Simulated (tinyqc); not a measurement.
Worked calculation: deformation-potential model of the Delta valleys of a conduction band. Values are carried at full precision from step to step, so a last printed digit may differ when a step is redone from the rounded ones.

s11 = (C11 + C12)/((C11 - C12)(C11 + 2 C12)), s12 = -C12/((C11 - C12)(C11 + 2 C12)), s44 = 1/C44; exx = s11 sxx + s12 (syy + szz) and cyclic, exy = s44 sxy/2; tension is positive. A uniaxial stress X along the unit vector n is s_ij = X n_i n_j.

Constants: kB = 8.617333262e-05 eV/K; hbar^2/2m0 = 3.80998211 eV angstrom^2.

Values chosen for the exercise (near those of Si; the results hold for these values, not for the real material):

| symbol | value | unit | meaning |
|---|---|---|---|
| C11 | 164.1 | GPa |  |
| C12 | 62.7 | GPa |  |
| C44 | 79.7 | GPa |  |
| load | uniaxial [110] |  | kind of stress |
| X | -0.71 | GPa | stress |
| Xd | 1.2 | eV | dilation potential |
| Xu | 8.76 | eV | uniaxial potential |
| T | 300 | K | temperature |
| ml | 0.916 | m0 | longitudinal mass |
| mt | 0.195 | m0 | transverse mass |

## Strain from a uniaxial [110] stress

Form the compliances and the strain.

s11, s12, s44 (1/TPa): 7.7260  -2.1359  12.5471

strain tensor:
```
           x          y         z
x  -0.001984  -0.002227  0.000000
y  -0.002227  -0.001984  0.000000
z   0.000000   0.000000  0.001516
```

## Valley shifts

Valleys with axes along x, y and z, each a pair at +k and -k. Herring-Vogt shift of a valley with unit axis a: dE = Xd tr(e) + Xu a.e.a. Non-degenerate shares n_i = exp(-dE_i/kT)/sum_j exp(-dE_j/kT). Inverse mass tensor of a valley: (1 - a a)/mt + a a/ml; the masses are taken as independent of strain.

Apply the Herring-Vogt formula to each valley.

Xd tr(e) = -2.94 meV

a.e.a: x -0.001984, y -0.001984, z 0.001516

shifts dE (meV): x -20.33, y -20.33, z 10.34

The lowest valleys are x and y, 30.7 meV below the highest; the mean shift over all valleys is (Xd + Xu/3) tr(e) = -10.10 meV.

## Shares of the electrons

Boltzmann factors of the shifts.

kT = 25.852 meV

shares: x 0.4338, y 0.4338, z 0.1325

effective number of valley axes, 1/(largest share) = 2.305

## Conductivity mass tensor

With one scattering time for all valleys the conductivity goes as M = sum_i n_i (inverse mass tensor of valley i); along the unit vector u, 1/m_c = u.M.u. Without stress 1/m_c = (1/ml + 2/mt)/3. Take u along [001].

M (1/m0):
```
       x      y      z
x  3.377  0.000  0.000
y  0.000  3.377  0.000
z  0.000  0.000  4.594
```

m_c along [001] = 0.2177 m0
m_c without stress = 0.2644 m0

The repopulation alone changes the mobility along [001] by +21.4 %; with all electrons in the valleys lightest or heaviest along this direction it would change by +36 or -71 %.

## Effective density of states

Each of the 6 whole valleys has m_d = (ml mt^2)^(1/3) and N = 2 (m_d kT/(4 pi c))^(3/2), c = hbar^2/2m0. Counted from the lowest edge, Nc = N x 2 x sum_i exp(-(dE_i - dE_min)/kT). 1 angstrom^-3 = 1e24 cm^-3.

m_d = 0.3266 m0
N of one valley = 4.683e+18 cm^-3
Nc under stress = 2.159e+19 cm^-3
Nc without stress = 2.810e+19 cm^-3

## Piezoresistance from repopulation

For small stress d(rho)/rho = pi X. For valleys on the cube axes pi11 = -(2/3) Xu (s11 - s12)/kT x (K - 1)/(2K + 1), pi12 = -pi11/2, pi44 = 0, K = ml/mt. For stress along [110]: pi_l = (pi11 + pi12 + pi44)/2 with the current along it and pi_t = (pi11 + pi12 - pi44)/2 with the current along [1-10]. 1/GPa = 100 x 1e-11/Pa.

K = 4.697

pi11, pi12, pi44 (1e-11/Pa): -79.2  39.6  0.0

pi_l, pi_t for [110] (1e-11/Pa): -19.8  -19.8

Only the transfer between valleys is counted; changes of mass and of intervalley scattering add to it in a real crystal.

## Checks

- Conductivity mass at zero stress against 3/(1/ml + 2/mt): both 0.2643611.
- Piezoresistance coefficients by finite differences against the closed form: largest difference 1.2e-08.

Run: tinyqc, `OMP_NUM_THREADS=1 python tinyqc.py 1050811 1050812 out.jsonl`; Intel(R) Xeon(R) Processor @ 2.30GHz, one thread, shared host; about 0.01 s of CPU time with all checks.
